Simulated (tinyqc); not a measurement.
Born-Mayer model of an ionic crystal AB. Changing the ionic charge z. Computed by tinyqc, a small Python program. Command: `OMP_NUM_THREADS=1 python tinyqc.py 3017578 3017579 out.jsonl bornmayer sweep`. One thread of a shared host (Intel(R) Xeon(R) Processor @ 2.30GHz), about 0.01 s of CPU time with the checks.

Energies are per ion pair and r is the nearest distance of unlike ions.

Inputs (values chosen for the exercise, for a model salt):
```
quantity,value,unit
unlike repulsion lambda,2550,eV
range rho,0.353,angstrom
like repulsion lambda2,109,eV
dispersion C between like ions,69,eV angstrom^6
```

Structure: zinc blende. Short range: with like-ion terms.

Constants: e^2/(4 pi eps_0) = 14.39964548 eV angstrom; 1 eV/angstrom^3 = 160.2176634 GPa.

Method:
- Madelung constant M, unlike neighbours z1, like neighbours z2 at f r, volume per pair: rock salt 1.747565, 6, 12, sqrt2, 2 r^3; caesium chloride 1.762675, 8, 6, 2/sqrt3, 8 r^3/(3 sqrt3); zinc blende 1.638055, 4, 12, sqrt(8/3), 16 r^3/(3 sqrt3).
- U(r) = -M z^2 e^2/(4 pi eps_0 r) + z1 lambda exp(-r/rho) + z2 [lambda2 exp(-f r/rho) - C/(f r)^6] (one mean like-ion term for both sublattices).
- Newton steps on g(r) = U'(r), from r = 9 rho: r(new) = r - U'(r)/U''(r), with the move limited to 0.3 angstrom. Where U'' is negative, move 0.3 angstrom downhill. Stop when |U'| is below 1e-9.
- B = U''(r0)/(9 c r0), with the volume written as c r^3.

One run for each value:
```
ionic charge z,lattice energy U (eV per pair),equilibrium distance r0 (angstrom),bulk modulus B (GPa)
0.800,-3.837,3.5519,4.473
0.883,-4.776,3.4656,5.823
0.967,-5.846,3.3856,7.437
1.050,-7.026,3.3126,9.299
1.130,-8.280,3.2471,11.364
1.220,-9.834,3.1783,14.031
1.300,-11.344,3.1209,16.729
```

Over the rows, lattice energy U (eV per pair) falls from -3.84 to -11.3 (exponent d ln y / d ln x about 2.2 throughout); equilibrium distance r0 (angstrom) falls from 3.55 to 3.12 (exponent d ln y / d ln x -0.25 between the first rows and -0.29 between the last); bulk modulus B (GPa) rises from 4.47 to 16.7 (exponent d ln y / d ln x about 2.7 throughout). U grows faster than z^2, because the stronger attraction also shortens r0.
